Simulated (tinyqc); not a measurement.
Small-signal admittance of a forward-biased p+-n diode: one step of the calculation.

Holes injected into a neutral base of width wb with an ohmic contact at its end; low injection, p0 far above the equilibrium density. A small voltage v exp(i w t), w = 2 pi f, modulates the edge density by p0 v/Vt, and the small-signal density obeys Dp d2p/dx2 = (1/tau + i w) p.

Task. Closed-form admittance. L = sqrt(Dp tau); direct current J = (q Dp p0/L) coth(wb/L); k = sqrt(1 + i w tau)/L; diffusion admittance Y = (q Dp p0/Vt) k coth(k wb) = G + i w C_diff; junction capacitance C_j = sqrt(q eps0 eps_r Nd/(2 Vr)) in the depletion approximation, with the remaining barrier Vr = Vt ln(Na/p0), a rough value under forward bias; base-width modulation is left out.

Inputs (values chosen for the exercise); permittivity close to that of silicon: temperature T = 300 K; relative permittivity eps_r = 11.7; donor density of the base Nd = 1.8e16 cm^-3; hole diffusion coefficient Dp = 5.6 cm^2/s; hole lifetime tau = 3e-7 s; width of the neutral base wb = 6.1 um; excess hole density at the junction edge p0 = 7.9e13 cm^-3; acceptor density of the p+ side Na = 4e18 cm^-3; signal frequency f = 6.7e6 Hz.

Constants: q = 1.602176634e-19 C, kB = 1.380649e-23 J/K, Vt = kB T/q, eps0 = 8.8541878128e-14 F/cm where lengths are in cm. Results are converted to the units shown.

Find: L; J; k wb; Y; C_diff; C_j.

Result.

L = 12.96 um
J = 0.1247 A/cm^2
k wb = 1.230+1.137i
Y = 5.507+3.894i S/cm^2
C_diff = 0.09249 uF/cm^2
C_j = 0.07304 uF/cm^2

G is 1.14 times its low-frequency value J/Vt, and C_diff is 1.27 times C_j.

Program tinyqc, `OMP_NUM_THREADS=1 python tinyqc.py 2890163 2890164 out.jsonl`; Intel Xeon 2.30GHz, shared host, one thread, about 0.01 s.
